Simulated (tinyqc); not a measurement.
What moves the results: deep level as a short-range spherical well. A value that a table varies takes the place of the one given here.

A spherical well of radius R and depth V0 below the conduction edge, one mass m, c = hbar^2/2m0. The s level at binding Et solves k cot(k R) = -kappa with k = sqrt(m (V0 - Et)/c), kappa = sqrt(m Et/c); it exists for V0 > Vc = c (pi/2R)^2/m. Outside, psi falls as exp(-kappa r)/r.

Lucovsky model (delta well, plane-wave final states, no local-field factor): sigma = (32 pi alpha c/(3 n_r m Et)) (x - 1)^(3/2)/x^3, x = h nu/Et, c = hbar^2/2m0; 1 angstrom^2 = 1e-16 cm^2.

Constants: hbar^2/2m0 = 3.80998211 eV angstrom^2; fine-structure constant alpha = 0.007297352564; e^2/(4 pi eps0) = 14.39964547 eV angstrom; kB = 8.617333262e-05 eV/K.

Parameters, chosen for this exercise (near those of 4H SiC; shifted at random, so the results belong to these values and not to a real crystal): R = 2.5 angstrom (radius of the well); m = 0.392 m0 (mass); fV = (1.05, 1.13, 1.29, 1.6, 2.07, 3.66, 4.51) (V0/Vc); n_r = 2.53 (refractive index); xs = (1.08, 1.18, 1.56, 1.82, 2.38, 2.67, 3.7, 7.13) (photon energies h nu/Et); eps = 10 (static dielectric constant); T = 300 K (temperature); Fs = (2, 10, 30, 70, 150, 300) kV/cm (fields).

## From threshold to a deep level

Et against the depth at fixed R; near threshold Et = (pi^2/16)(V0 - Vc)^2/Vc.

Results:

| V0/Vc | V0 (eV) | Et (eV) | threshold form (eV) | 1/kappa (angstrom) | share outside |
|---|---|---|---|---|---|
| 1.05 | 4.029 | 0.005708 | 0.005917 | 41.3 | 0.942 |
| 1.13 | 4.336 | 0.03654 | 0.04000 | 16.3 | 0.860 |
| 1.29 | 4.950 | 0.1646 | 0.1991 | 7.7 | 0.729 |
| 1.60 | 6.139 | 0.5968 | 0.8521 | 4.0 | 0.557 |
| 2.07 | 7.943 | 1.547 | 2.710 | 2.5 | 0.403 |
| 3.66 | 14.044 | 5.958 | 16.75 | 1.3 | 0.195 |
| 4.51 | 17.305 | 8.666 | 29.16 | 1.1 | 0.149 |

How do the results move?

The threshold form holds to 10 % up to V0/Vc = 1.13 of those listed. There the state is mostly outside the well (94 % in the first row) and knows only Et, which is why a delta-well model works; more than half is inside from V0/Vc = 2.07 on. A second s level would need V0/Vc > 9. From V0/Vc = 3.66 on Et exceeds the gap of the host, about 3.2 eV, so those rows only show the model.

## Neutral against charged centre

Et = 0.53205 eV

Lucovsky cross-section, its shape relative to the peak, and the shape of a hydrogen-like centre relative to threshold: x^-4 exp(4 - 4 atan(e)/e)/(1 - exp(-2 pi/e)), e = sqrt(x - 1).

Results:

| x | h nu (eV) | sigma (1e-18 cm^2) | relative to peak | hydrogen-like |
|---|---|---|---|---|
| 1.08 | 0.575 | 3.17 | 0.144 | 0.814 |
| 1.18 | 0.628 | 8.21 | 0.372 | 0.641 |
| 1.56 | 0.830 | 19.5 | 0.883 | 0.297 |
| 1.82 | 0.968 | 21.7 | 0.985 | 0.193 |
| 2.38 | 1.266 | 21.2 | 0.962 | 0.090 |
| 2.67 | 1.421 | 20.0 | 0.907 | 0.064 |
| 3.70 | 1.969 | 15.5 | 0.701 | 0.025 |
| 7.13 | 3.793 | 7.39 | 0.335 | 0.003 |

What does this show?

The short-range centre starts from zero, reaches half its peak at x = 1.24 and peaks at x = 2; in the last row it still has 33 % of the peak. The Coulomb centre is largest at threshold and is down to 0.3 % there. Reading the peak as the threshold would misplace the level by a factor 2, here 0.53 eV. Rows above the gap, about 3.2 eV, are hidden by band-to-band absorption.

## Emission in a field

Barrier lowering for a charged centre (Poole-Frenkel) is 2 sqrt(q e F/eps), q = e^2/(4 pi eps0), and for the neutral well e F R; the one-dimensional enhancement is exp(lowering/kB T). 1 kV/cm = 1e-5 V/angstrom; tunnelling is left out.

Results:

| F (kV/cm) | lowering, charged (meV) | enhancement | saddle at (angstrom) | lowering, neutral (meV) | enhancement |
|---|---|---|---|---|---|
| 2 | 10.7 | 1.51 | 268 | 0.05 | 1.002 |
| 10 | 24.0 | 2.53 | 120 | 0.25 | 1.010 |
| 30 | 41.6 | 4.99 | 69 | 0.75 | 1.029 |
| 70 | 63.5 | 11.7 | 45 | 1.75 | 1.070 |
| 150 | 93.0 | 36.4 | 31 | 3.75 | 1.156 |
| 300 | 131.5 | 162 | 22 | 7.50 | 1.337 |

How do the results move?

At 300 kV/cm the charged centre emits 162 times faster and the neutral one 1.34 times: the logarithm of the enhancement is linear in sqrt(F) for the first and in F for the second, which tells the charge state. The largest lowering is 25 % of Et.

Program tinyqc; command `OMP_NUM_THREADS=1 python tinyqc.py 1280920 1280921 out.jsonl`; about 0.01 s on one thread of a shared Intel(R) Xeon(R) Processor @ 2.30GHz.
